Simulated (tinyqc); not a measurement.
Inside a calculation: strained quantum well: band edges, subbands and transparency. Values are carried at full precision from step to step, so a last printed digit may differ when a step is redone from the rounded ones.

Growth on (001), barriers unstrained: tr(e) = e (2 - nu2), Z = b e (1 + nu2); Ec = Ev + Eg + ac tr(e), E_HH = Ev + av tr(e) + Z, E_LH = Ev + av tr(e) - Z (coupling to the split-off band left out).

Constants: hbar^2/2m0 = 3.80998211 eV angstrom^2; hc = 1239.841984 eV nm; kB = 8.617333262e-05 eV/K.

Parameters, chosen for this exercise (near those of an InGaAs/AlGaAs well; the results hold for these values, not for the real material): e = -0.0183 (strain in the plane); nu2 = 0.958 (2 C12/C11); Eg = 1.049 eV (unstrained gap of the well); Ev = -0.745 eV (its valence edge); ac = -6.63 eV; av = 1.12 eV (Ev moves by av tr(e)); b = -1.95 eV (shear potential); Egb = 1.667 eV (gap of the barrier); Evb = -0.905 eV (its valence edge); L = 90 angstrom (well width); me = 0.0546 m0 (electron mass); g1 = 10.37 (gamma1); g2 = 3.73 (gamma2); meb = 0.084 m0; g1b = 6.3; g2b = 1.8; T = 300 K (temperature); Br = 1.4 x 1e-4 cm^2/s (two-dimensional radiative coefficient).

## Strained band edges and offsets

Give tr(e), Z, the edges Ec, E_HH, E_LH and the well depths against the barrier.

tr(e) = -0.01907
Z = 0.0699 eV

Ec, E_HH, E_LH (eV): 0.4304  -0.6965  -0.8362

depths for e, HH, LH (eV): 0.3316  0.2085  0.0688

The well is under compression, which puts HH on top, by 140 meV; the gap becomes 1.1269 eV, +78 meV from the unstrained one.

## Subband edges

Masses along z: me, 1/(g1 - 2 g2) for HH, 1/(g1 + 2 g2) for LH, likewise in the barrier; in the plane me, 1/(g1 + g2) for HH and 1/(g1 - g2) for LH (no mixing, which understates the hole masses away from k = 0). Level n solves k L + 2 atan[(k/m)/(kappa/mb)] = n pi, k = sqrt(m E/c), kappa = sqrt(mb (V - E)/c), c = hbar^2/2m0.

Up to three electron, four HH and two LH levels, on the common energy scale, with their masses in the plane.

Subbands:

| level | E (eV) | m in the plane |
|---|---|---|
| e1 | 0.4738 | 0.0546 |
| e2 | 0.6021 | 0.0546 |
| hh1 | -0.7064 | 0.0709 |
| hh2 | -0.7357 | 0.0709 |
| hh3 | -0.7837 | 0.0709 |
| hh4 | -0.8474 | 0.0709 |
| lh1 | -0.8587 | 0.1506 |

lowest transition = 1.1802 eV
wavelength hc/E = 1050.5 nm

The top hole level is hh1, so the edge is mainly TE polarised; hh2 lies 29 meV lower.

## Transparency density

Transparency (Bernard-Duraffourg): Fc - Fv equals the lowest transition energy with n = p, n = sum m/(2 pi c) kB T ln(1 + exp((Fc - E)/kB T)) and p likewise over the listed subbands; c = hbar^2/2m0, 1/angstrom^2 = 1e16/cm^2.

Solve for u = (Fc - e1)/kB T; give n_tr, the share of holes in the top subband and the current e Br n_tr^2 (e = 1.602177e-19 C).

u = 0.434
n_tr = 0.557 x 1e12/cm^2
share = 0.687
current density = 7.0 A/cm^2

For mirror-image bands u = 0 and n_tr = me kB T ln2/(2 pi c) = 0.409 x 1e12/cm^2; the heavier or more numerous hole states raise it by a factor 1.36.

## Checks

- Transparency for equal single subbands against m kB T ln2/(2 pi c): both 0.3743.

Run: tinyqc, `OMP_NUM_THREADS=1 python tinyqc.py 1280114 1280115 out.jsonl`; Intel(R) Xeon(R) Processor @ 2.30GHz, one thread, shared host; about 0.01 s of CPU time with all checks.
